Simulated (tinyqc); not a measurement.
Worked calculation: Pariser-Parr-Pople SCF with singles CI, for the molecule C=CC=CN=CCl (SMILES; centres numbered as the heavy atoms are written). One step of it, computed by the program tinyqc.

Question. Iteration 1: Fock matrix. F_rr = H_rr + P_rr gamma_rr / 2 + sum_(s != r) P_ss gamma_rs; F_rs = H_rs - P_rs gamma_rs / 2; E = tr P (H + F) / 2 + core repulsion sum_(r<s) z_r z_s gamma_rs.

P at the start, order 1C, 2C, 3C, 4C, 5N, 6C, 7Cl:
```
[[1.193569, 0.829458, -0.193569, -0.299900, 0.184315, 0.168793, -0.290962],
 [0.829458, 1.000000, 0.529558, 0.000000, -0.137690, 0.000000, 0.112293],
 [-0.193569, 0.529558, 1.193569, 0.684855, -0.184315, -0.238690, 0.290962],
 [-0.299900, 0.000000, 0.684855, 1.000000, 0.606256, 0.000000, -0.271087],
 [0.184315, -0.137690, -0.184315, 0.606256, 1.175503, 0.661810, -0.277052],
 [0.168793, 0.000000, -0.238690, 0.000000, 0.661810, 1.000000, 0.690321],
 [-0.290962, 0.112293, 0.290962, -0.271087, -0.277052, 0.690321, 1.437359]]
```

core matrix H (eV), order 1C, 2C, 3C, 4C, 5N, 6C, 7Cl:
```
[[-30.976970, -2.390000, 0.000000, 0.000000, 0.000000, 0.000000, 0.000000],
 [-2.390000, -34.933272, -2.390000, 0.000000, 0.000000, 0.000000, 0.000000],
 [0.000000, -2.390000, -37.312179, -2.390000, 0.000000, 0.000000, 0.000000],
 [0.000000, 0.000000, -2.390000, -38.490332, -2.510000, 0.000000, 0.000000],
 [0.000000, 0.000000, 0.000000, -2.510000, -42.365589, -2.510000, 0.000000],
 [0.000000, 0.000000, 0.000000, 0.000000, -2.510000, -38.786107, -1.590000],
 [0.000000, 0.000000, 0.000000, 0.000000, 0.000000, -1.590000, -44.591764]]
```

repulsion gamma_rs (eV), order 1C, 2C, 3C, 4C, 5N, 6C, 7Cl:
```
[[11.130000, 5.346287, 3.872154, 2.881359, 2.369078, 1.946937, 1.700577],
 [5.346287, 11.130000, 5.344569, 3.872154, 2.919095, 2.343780, 1.973693],
 [3.872154, 5.344569, 11.130000, 5.346287, 3.941692, 2.881359, 2.383059],
 [2.881359, 3.872154, 5.346287, 11.130000, 5.477679, 3.872154, 2.940350],
 [2.369078, 2.919095, 3.941692, 5.477679, 12.300000, 5.475875, 4.041085],
 [1.946937, 2.343780, 2.881359, 3.872154, 5.475875, 11.130000, 5.553001],
 [1.700577, 1.973693, 2.383059, 2.940350, 4.041085, 5.553001, 13.000000]]
```

Centres (angstrom, eV; a flat drawing with bonds scaled to 1.40 angstrom):
```
centre          x          y  core charge z          W   gamma_rr
1C      -3.637000  -0.300000              1  11.160000  11.130000
2C      -2.425000   0.400000              1  11.160000  11.130000
3C      -1.212000  -0.300000              1  11.160000  11.130000
4C       0.000000   0.400000              1  11.160000  11.130000
5N       1.212000  -0.300000              1  14.100000  12.300000
6C       2.425000   0.400000              1  11.160000  11.130000
7Cl      3.637000  -0.300000              2  26.000000  13.000000
```

Give: F; pi energy.

Answer.

F (eV), order 1C, 2C, 3C, 4C, 5N, 6C, 7Cl:
```
[[-4.3093, -4.6073, 0.3748, 0.4321, -0.2183, -0.1643, 0.2474],
 [-4.6073, -4.1238, -3.8051, 0.0000, 0.2010, 0.0000, -0.1108],
 [0.3748, -3.8051, -4.4173, -4.2207, 0.3633, 0.3439, -0.3467],
 [0.4321, 0.0000, -4.2207, -4.6954, -4.1704, 0.0000, 0.3985],
 [-0.2183, 0.2010, 0.3633, -4.1704, -7.9228, -4.3220, 0.5598],
 [-0.1643, 0.0000, 0.3439, 0.0000, -4.3220, -6.8237, -3.5067],
 [0.2474, -0.1108, -0.3467, 0.3985, 0.5598, -3.5067, -15.1575]]
```

pi energy = -113.9088 eV
